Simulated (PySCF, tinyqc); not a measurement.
Worked calculation: CIS and TDHF on RHF in the sto-6g basis, for H3-, spin multiplicity 1. The basis has no diffuse functions, so it cannot describe the extra electron: this is an exercise in the method, not the real anion. The lowest restricted solution is unstable here: a spin-polarised one lies 0.1454 hartree lower (PySCF). Computed by tinyqc, a small Python program that keeps every step (integrals from PySCF). Settings: charge = -1, multiplicity = 1, basis = sto-6g, method = RHF, energy threshold = 1e-10, iteration cap = 53, orthogonalisation = symmetric, start = atomic densities, DIIS depth = 6, TDHF = 1. Command: `OMP_NUM_THREADS=1 python tinyqc.py 31721 31722 out.jsonl` (the two numbers bound the seeds that draw the settings). One thread of a shared host (Intel(R) Xeon(R) Processor @ 2.60GHz), about 0.09 s of CPU time with the checks. The early iterations of the SCF are left out here.

## One-electron integrals

Geometry (angstrom):
```
atom        x        y        z
H     0.00000  0.00000  0.00000
H     0.00000  0.00000  0.78300
H     0.00000  0.67800  0.39100
```

Basis sto-6g: exponents (1/bohr^2) and contraction coefficients of normalised primitives:
```
element  l (shell)  exponent  coefficient
H            s (1)  35.52322      0.00916
H            s (1)   6.51314      0.04936
H            s (1)   1.82214      0.16854
H            s (1)   0.62596      0.37056
H            s (1)   0.24308      0.41649
H            s (1)   0.10011      0.13033
```

Overlap, kinetic and nuclear-attraction integrals over the contracted functions; the nuclear repulsion is the sum of Za Zb / Rab.

nuclear repulsion = 2.0276452 hartree

overlap S, order 1H 1s, 2H 1s, 3H 1s:
$$\begin{pmatrix}
1.00000 & 0.63172 & 0.63194 \\
0.63172 & 1.00000 & 0.63161 \\
0.63194 & 0.63161 & 1.00000
\end{pmatrix}$$

kinetic energy T (hartree), order 1H 1s, 2H 1s, 3H 1s:
$$\begin{pmatrix}
0.76852 & 0.21019 & 0.21038 \\
0.21019 & 0.76852 & 0.21010 \\
0.21038 & 0.21010 & 0.76852
\end{pmatrix}$$

nuclear attraction V (hartree), order 1H 1s, 2H 1s, 3H 1s:
$$\begin{pmatrix}
-2.49376 & -1.54056 & -1.54118 \\
-1.54056 & -2.49346 & -1.54025 \\
-1.54118 & -1.54025 & -2.49366
\end{pmatrix}$$

core Hamiltonian H = T + V (hartree), order 1H 1s, 2H 1s, 3H 1s:
$$\begin{pmatrix}
-1.72524 & -1.33037 & -1.33080 \\
-1.33037 & -1.72493 & -1.33015 \\
-1.33080 & -1.33015 & -1.72514
\end{pmatrix}$$

## Two-electron integrals

Functions are numbered as in S; the eight-fold symmetry (ij|kl) = (ji|kl) = (kl|ij) leaves the list below.

Two-electron integrals (ij|kl) in chemists' order, unique and non-zero (hartree):
```
(11|11) 0.77500   (21|11) 0.42020   (21|21) 0.26968   (22|11) 0.55393
(22|21) 0.42020   (22|22) 0.77500   (31|11) 0.42038   (31|21) 0.25068
(31|22) 0.35999   (31|31) 0.26989   (32|11) 0.35988   (32|21) 0.25056
(32|22) 0.42010   (32|31) 0.25064   (32|32) 0.26957   (33|11) 0.55405
(33|21) 0.35992   (33|22) 0.55386   (33|31) 0.42038   (33|32) 0.42010
(33|33) 0.77500
```

## Orthogonalisation

S = U s U^T; symmetric (Loewdin) form X = U s^(-1/2) U^T, so that X^T S X = 1.

eigenvalues of S: [0.36805, 0.36844, 2.26351]

X, order 1H 1s, 2H 1s, 3H 1s:
$$\begin{pmatrix}
1.32033 & -0.32768 & -0.32804 \\
-0.32768 & 1.31995 & -0.32750 \\
-0.32804 & -0.32750 & 1.32020
\end{pmatrix}$$

## Iteration 16 (converged): orbitals

converged F (hartree), order 1H 1s, 2H 1s, 3H 1s:
$$\begin{pmatrix}
0.03929 & -0.22932 & -0.34881 \\
-0.22932 & 0.08668 & -0.22992 \\
-0.34881 & -0.22992 & 0.03904
\end{pmatrix}$$

Diagonalise F' = X^T F X, C = X C', fill 2 alpha and 2 beta electrons from the bottom; D = 2 C_occ C_occ^T. Each column has its largest component positive (the first on a tie).

F' = X^T F X (hartree):
$$\begin{pmatrix}
0.53317 & -0.28636 & -0.52090 \\
-0.28636 & 0.48171 & -0.28733 \\
-0.52090 & -0.28733 & 0.53324
\end{pmatrix}$$

orbital energies (hartree): MO1 -0.22166, MO2 0.71566, MO3 1.05411

coefficients C, order 1H 1s, 2H 1s, 3H 1s:
$$\begin{pmatrix}
0.44381 & -0.63650 & -1.16453 \\
0.25812 & 1.37487 & -0.00242 \\
0.44440 & -0.63210 & 1.16652
\end{pmatrix}$$

D after iteration 16, order 1H 1s, 2H 1s, 3H 1s:
$$\begin{pmatrix}
1.20422 & -1.52111 & 1.19912 \\
-1.52111 & 3.91381 & -1.50869 \\
1.19912 & -1.50869 & 1.19407
\end{pmatrix}$$

## Convergence

Stop when the energy changes by less than 1e-10 hartree and every element of the error matrix X^T (F D S - S D F) X is below 3e-06.

Course of the cycle:
```
iteration  E (hartree)     change  largest element of the error matrix
1           -1.8329202          -                             1.35e-04
2           -0.4880516   1.34e+00                             6.58e-02
3           -0.4880472   4.39e-06                             6.58e-02
4           -0.4869920   1.06e-03                             1.56e-02
5           -0.4880541  -1.06e-03                             1.22e-01
6           -0.4880578  -3.66e-06                             5.95e-02
7           -0.4880148   4.29e-05                             8.01e-03
8           -0.4907602  -2.75e-03                             3.83e-02
9           -0.4978134  -7.05e-03                             5.50e-02
10          -0.4925561   5.26e-03                             2.79e-02
11          -0.4880739   4.48e-03                             2.24e-03
12          -0.4880230   5.09e-05                             1.05e-03
13          -0.4880070   1.60e-05                             8.14e-05
14          -0.4880069   9.85e-08                             1.67e-05
15          -0.4880069   3.64e-09                             8.60e-07
16          -0.4880069   6.47e-12                             7.51e-07
```

PySCF RHF in the same basis = -0.4880069 hartree

Converged in 16 iterations.

## Integrals over molecular orbitals

(pq|rs) = sum C_ip C_jq C_kr C_ls (ij|kl), one index at a time.

one-electron integrals over orbitals h = C^T H C (hartree):
$$\begin{pmatrix}
-1.93036 & -0.07932 & 0.00041 \\
-0.07932 & -1.07929 & 0.00012 \\
0.00041 & 0.00012 & -1.07151
\end{pmatrix}$$

Two-electron integrals over orbitals (pq|rs), unique and non-zero (hartree):
```
(11|11) 0.63982    (21|11) -0.02222   (21|21) 0.12469    (22|11) 0.59679
(22|21) 0.10154    (22|22) 0.72607    (31|11) 0.00011    (31|21) 2.27e-05
(31|22) -0.00050   (31|31) 0.15938    (32|11) 3.35e-05   (32|21) -0.00048
(32|22) -0.00016   (32|31) -0.07758   (32|32) 0.05393    (33|11) 0.63166
(33|21) -0.07872   (33|22) 0.53780    (33|31) 0.00035    (33|32) 0.00014
(33|33) 0.69127
```

## CIS matrix, singlets

A(ia,jb) = (e_a - e_i) d_ij d_ab + 2 (ia|jb) - (ij|ab).

CIS matrix A, singlet (hartree), order 1>3, 2>3:
$$\begin{pmatrix}
0.96286 & -0.07643 \\
-0.07643 & -0.09151
\end{pmatrix}$$

## CIS singlet states

dipole integrals <i|r|a> (bohr), order 1>3, 2>3:
$$\begin{pmatrix}
0.00000 & 0.78567 & 0.45138 \\
0.00000 & -0.29776 & -0.17405
\end{pmatrix}$$

Diagonalise A (1 hartree = 27.211386 eV); each vector has its largest component positive (the first on a tie). The transition dipole is mu = sqrt2 sum c_ia <i|r|a>.

singlet excitation energies (eV): [-2.64005, 26.35070]

lowest vectors, order 1>3, 2>3:
$$\begin{pmatrix}
0.07193 & 0.99741 \\
0.99741 & -0.07193
\end{pmatrix}$$

oscillator strengths 2/3 w |mu|^2: [-0.01006, 1.11328]

A negative triplet energy shows that the restricted solution is unstable towards a spin-polarised one.

## TDHF (RPA) singlet states

B(ia,jb) = 2 (ia|jb) - (ib|ja); the squared energies are the eigenvalues of (A - B)(A + B); 1 hartree = 27.211386 eV.

TDHF matrix B, singlet (hartree), order 1>3, 2>3:
$$\begin{pmatrix}
0.15938 & -0.07758 \\
-0.07758 & 0.05393
\end{pmatrix}$$

squared energies w^2 (hartree^2): [0.00857, 0.89824]

TDHF energies from the positive w^2 (eV): [2.51946, 25.78970]

A + B or A - B has a negative eigenvalue: the restricted solution is unstable towards a lower one, a negative w^2 means an imaginary energy, and the lowest roots have no physical meaning.

## CIS matrix, triplets

A(ia,jb) = (e_a - e_i) d_ij d_ab - (ij|ab).

CIS matrix A, triplet (hartree), order 1>3, 2>3:
$$\begin{pmatrix}
0.64411 & 0.07872 \\
0.07872 & -0.19936
\end{pmatrix}$$

## CIS triplet states

Diagonalise A (1 hartree = 27.211386 eV); each vector has its largest component positive (the first on a tie).

triplet excitation energies (eV): [-5.62301, 17.72527]

lowest vectors, order 1>3, 2>3:
$$\begin{pmatrix}
-0.09213 & 0.99575 \\
0.99575 & 0.09213
\end{pmatrix}$$

A negative triplet energy shows that the restricted solution is unstable towards a spin-polarised one.

## TDHF (RPA) triplet states

B(ia,jb) = - (ib|ja); the squared energies are the eigenvalues of (A - B)(A + B); 1 hartree = 27.211386 eV.

TDHF matrix B, triplet (hartree), order 1>3, 2>3:
$$\begin{pmatrix}
-0.15938 & 0.07758 \\
0.07758 & -0.05393
\end{pmatrix}$$

squared energies w^2 (hartree^2): [0.04508, 0.38159]

TDHF energies from the positive w^2 (eV): [5.77739, 16.80928]

A + B or A - B has a negative eigenvalue: the restricted solution is unstable towards a spin-polarised one, a negative w^2 means an imaginary energy, and the lowest roots have no physical meaning.
